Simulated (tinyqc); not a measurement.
What moves the results: standing waves and exposure in a photoresist film. A value that a table varies takes the place of the one given here.

Normal incidence from air. Unexposed resist: N1 = n1 + i k1 with k1 = (A + B) lam/(4 pi), lam in micrometres. r01 = (1 - N1)/(1 + N1), t01 = 2/(1 + N1). Below the resist lie the layer Na = na + i ka and the substrate Ns = ns + i ks: r12 = (r1a + ras x)/(1 + r1a ras x), x = exp(4 pi i Na da/lam), r1a = (N1 - Na)/(N1 + Na), ras = (Na - Ns)/(Na + Ns). With p = exp(2 pi i N1 d/lam), the field at depth z is E(z) = t01 [exp(2 pi i N1 z/lam) + r12 p^2 exp(-2 pi i N1 z/lam)]/(1 + r01 r12 p^2), the relative intensity I(z) = n1 |E(z)|^2 and the reflectance R = |(r01 + r12 p^2)/(1 + r01 r12 p^2)|^2.

Values chosen for the exercise (a resist on W, indices near tabulated ones; the results hold for these values, not for the real material): lam = 193 nm (vacuum wavelength); n1 = 1.686 (resist index); A = 0.01 1/micrometre (bleachable absorption (Dill A)); B = 0.8 1/micrometre (fixed absorption (Dill B)); d = 164 nm (resist thickness); ns = 1.292 (substrate n); ks = 3.014 (substrate k); na = 1.859 (n of the bottom antireflection layer); ka = 0.387 (its k); da = 89 nm (its thickness).

## Swing of the coupled dose with resist thickness

The mean of I is taken over 800 depths; the relative dose to clear is taken as 1/(mean of I over the lowest period, 60 depths), scaled to 1 in the first row.

Swing:
```
d (nm),R,mean I,relative dose
164.0,0.1168,0.8524,1.000
173.5,0.1103,0.8468,0.999
183.1,0.0680,0.8808,0.961
192.6,0.0299,0.9183,0.931
202.2,0.0375,0.9145,0.947
211.7,0.0809,0.8716,1.000
221.2,0.1141,0.8326,1.045
230.8,0.1078,0.8295,1.045
240.3,0.0676,0.8616,1.007
249.9,0.0310,0.8953,0.977
259.4,0.0382,0.8901,0.994
268.9,0.0796,0.8499,1.047
278.5,0.1117,0.8141,1.093
```

What does this show, and why?

The period is 57.2 nm, six rows. The relative dose swings between 0.931 and 1.093, a ratio (max - min)/mean of 0.161, against the estimate 4 sqrt(|r01|^2 |r12|^2) exp(-(A + B) d) = 0.102 for the oscillating part alone; the ratio from the table also holds the slow rise from absorption, 9.3 % over two periods, so the two are not strictly comparable. The dose is least sensitive to thickness at an extremum; the lowest dose listed is at 192.6 nm.

## Tuning the antireflection layer

da takes the values listed; the contrast is (Imax - Imin)/(Imax + Imin) over the lowest period of the resist (60 depths).

Results:
```
da (nm),|r12|^2,contrast
0,0.5084,0.931
10,0.2887,0.817
20,0.0807,0.520
30,0.0286,0.333
40,0.0587,0.463
50,0.0773,0.494
60,0.0492,0.403
75,0.0025,0.086
90,0.0145,0.226
110,0.0214,0.268
140,0.0121,0.200
```

How do the results move?

|r12|^2 starts at 0.5084 and is lowest, 0.0025, at 75 nm of those listed, where the contrast is 0.086 against 0.931. The contrast follows 2|r|/(1 + |r|^2), so even |r12|^2 = 0.01 leaves about 0.2. Values below 0.01 occur at 75 nm.

## What moves the exposure

The mean of I is over 800 depths. Each row changes one parameter from the base and keeps the others.

Results:
```
case,|r12|^2,R,mean I,I at the bottom
base,0.0129,0.1168,0.8524,0.6336
d = 174 nm,0.0129,0.1088,0.8478,0.6350
n1 = 1.703,0.0120,0.1199,0.8463,0.6380
B = 1 1/micrometre,0.0128,0.1145,0.8398,0.6141
ks = 2.713,0.0137,0.1191,0.8515,0.6323
da = 99 nm,0.0244,0.1437,0.8447,0.6224
ka = 0.503,0.0188,0.1327,0.8463,0.6510
```

How do the results move?

The largest shifts from the base row, up to three for each result and ties (the steps differ in size, so this ranks the rows, not the parameters). |r12|^2: da +0.0115, ka +0.0059, n1 -0.0010; unchanged at the printed digits by d. R: da +0.0269, ka +0.0159, d -0.0080. mean I: B -0.0126, da -0.0078, ka -0.0062. I at the bottom: B -0.0194, ka +0.0175, da -0.0112.

tinyqc: `OMP_NUM_THREADS=1 python tinyqc.py 1682594 1682595 out.jsonl`; about 0.01 s, one thread, shared Intel(R) Xeon(R) Processor @ 2.30GHz.
